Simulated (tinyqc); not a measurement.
From one set of inputs to another, one input at a time: surface photovoltage measurement of the minority-carrier diffusion length in a wafer. Computed by tinyqc, a small Python program. Command: `OMP_NUM_THREADS=1 python tinyqc.py 3130497 3130498 out.jsonl spv ladder`. One thread of a shared host (Intel(R) Xeon(R) Processor @ 2.30GHz), about 0.02 s of CPU time with the checks.

Low injection, steady light, a depletion layer much thinner than 1/alpha and L. The excess density dn is taken at the front edge of the neutral region; light that reaches the back is lost.

The inputs printed are set A. Inputs not listed in the table keep their values of set A, so the rows need not describe a real material.

Inputs (values chosen for the exercise, modelled on p-type silicon at room temperature): diffusion length L = 430 micrometre; wafer thickness W = 775 micrometre; diffusivity D = 26 cm^2/s; front recombination velocity S_f = 170 cm/s; back recombination velocity S_b = 530000 cm/s; photon flux entering = 5.3e+13 1/(cm^2 s); minority density at the surface barrier scale n_0 = 1.4e+08 1/cm^3; temperature T = 298 K; wavelength = 958 nm; relative noise of each reading = 0.5 %; diffusion length after pair splitting over L = 0.93; iron factor C = 1.01e+16 micrometre^2/cm^3.

normal deviates g for the noise: [1.46, -0.29, 0.91, -1.31, 0.41, -0.74, 0.12]

Constants: k_B = 8.617333262e-05 eV/K.

Method:
- alpha = (84.732/lambda - 76.417)^2 per cm with lambda in micrometre (an empirical fit for silicon between 0.7 and 1.05 micrometre).
- Thick wafer: dn = Phi L/((S_f + D/L)(L + 1/alpha)). Finite wafer, with s = S_b L/D, w = W/L, a = alpha L: dn = [Phi a/(a^2 - 1)] [a - B - exp(-alpha W)(a - s)/(cosh w + s sinh w)]/(S_f + B D/L), B = (sinh w + s cosh w)/(cosh w + s sinh w).
- Photovoltage V = (k_B T/e) ln(1 + dn/n_0). Lifetime = L^2/D.
- Readings y = (Phi/dn) (1 + noise x g) at 780, 830, 880, 920, 950, 975 and 995 nm; a least-squares line y = c (1/alpha + L_app) gives L_app = intercept/slope.
- Splitting iron-boron pairs in boron-doped silicon shortens L; with nothing else changing, [Fe] = C (1/L_after^2 - 1/L^2). It is evaluated with the true lengths and with the apparent ones (without noise), which differ when the wafer is not thick against L.

Each row keeps all changes above it:
```
input moved                                 from       to  apparent length L_app (micrometre)  photovoltage V (mV)  [Fe] from the apparent lengths (1/cm^3)
set A                                          -        -                              393.49               153.87                               7.3710e+09
back recombination velocity S_b (cm/s)    530000      560                              438.27               155.29                               8.1824e+09
front recombination velocity S_f (cm/s)      170      310                              438.27               151.03                               8.1824e+09
photon flux entering (1/(cm^2 s))        5.3e+13  8.2e+11                              438.27                48.17                               8.1824e+09
wavelength (nm)                              958      843                              438.27                50.57                               8.1824e+09
diffusion length L (micrometre)              430      750                              702.82                57.63                               2.3007e+09
diffusivity D (cm^2/s)                        26     25.4                              699.98                57.88                               2.2989e+09
```

Where does the difference come from?

Apparent length L_app goes from 393 to 700, a factor 1.78 in all. The largest single move comes from diffusion length L (a factor 1.60). Photovoltage V goes from 154 to 57.9, a factor 0.376 in all. The largest single move comes from photon flux entering (a factor 0.319), and diffusion length L works against it (a factor 1.14). [Fe] from the apparent lengths goes from 7.37e9 to 2.30e9, a factor 0.312 in all. The largest single move comes from diffusion length L (a factor 0.281). The single moves hold for this order of the switches; the total does not depend on the order.

Caution (all rows): dn is not small against n_0, so V is not linear in the flux; the constant-flux reading then needs dn, not V.

Extremes, crossings and ranges named in words are read from the listed rows.
